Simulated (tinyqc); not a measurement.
Inside a calculation: Peierls distortion of a half-filled chain. Values are carried at full precision from step to step, so a last printed digit may differ when a step is redone from the rounded ones.

Atoms move by +/- u, so bonds change by -/+ 2u and hoppings are t +/- 2 al u. Bands E = -/+ sqrt((2 t cos x)^2 + D^2 sin^2 x) with D = 4 al u, x = k a in (0, pi/2); the gap is 2D. Energy per atom at zero temperature: E(u) = -mean_x sqrt(...) + 2 K u^2; exactly, the mean is (4t/pi) E(1 - z^2), z = D/2t, E the complete elliptic integral of the second kind with parameter m. Coupling lambda = 2 al^2/(pi t K).

Constants: kB = 8.617333262e-05 eV/K.

Values chosen for the exercise: t = 1.64 eV (hopping of the even chain); al = 4.6 eV/angstrom (change of hopping with bond length); K = 43 eV/angstrom^2 (spring constant of a bond); u = 0.022 angstrom (trial shift of alternate atoms); N = 5 (k points).

## Energy at a trial distortion

Use the mesh x_j = (j + 1/2) pi/(2N), j = 0 .. N-1, and also the elliptic integral.

D = 0.4048 eV

|E| on the mesh (eV): 3.2402  2.9283  2.3369  1.5321  0.6505

band energy on the mesh = -2.1376 eV
elastic energy = 0.0416 eV
total, exact = -2.0941 eV
exact E(u) - E(0) = -0.0060 eV

This distortion lowers the energy; the mesh errs by -1.91 meV.

## The equilibrium distortion

dE/du = 0 gives 1 = (4 al^2/K) mean(sin^2 x/|E|); solve with the exact mean, and compare with the weak-coupling form D = 8 t exp(-1 - 1/(2 lambda)).

lambda = 0.1910
u0 = 0.0195 angstrom
gap 2D = 0.719 eV
gap, weak coupling = 0.705 eV
E(u0) - E(0) per atom = -6.16 meV

Long and short bonds differ by 4 u0 = 0.0782 angstrom. The weak-coupling gap is 0.980 of the full one. The gain is far smaller than the gap, since only states near the zone edge move.

## Length and phonon scales

Coherence length xi/a = 2t/D with D half the gap; mean-field transition kB Tp = D/1.764 (weak coupling); for the optical mode at the zone edge (omega_R/omega_0)^2 = 2 lambda at weak coupling.

xi/a = 9.12
Tp = 2.37e+03 K
omega_R/omega_0 = 0.618

Tp is a mean-field scale: in a single chain fluctuations forbid the transition, and coupling between chains sets the real one, far lower.

## Checks

- Total energy at u0 on 4000 points against the elliptic integral (eV): both -2.09427.

(tinyqc, `OMP_NUM_THREADS=1 python tinyqc.py 1651117 1651118 out.jsonl`, Intel(R) Xeon(R) Processor @ 2.30GHz, 1 thread, shared host, about 0.1 s.)
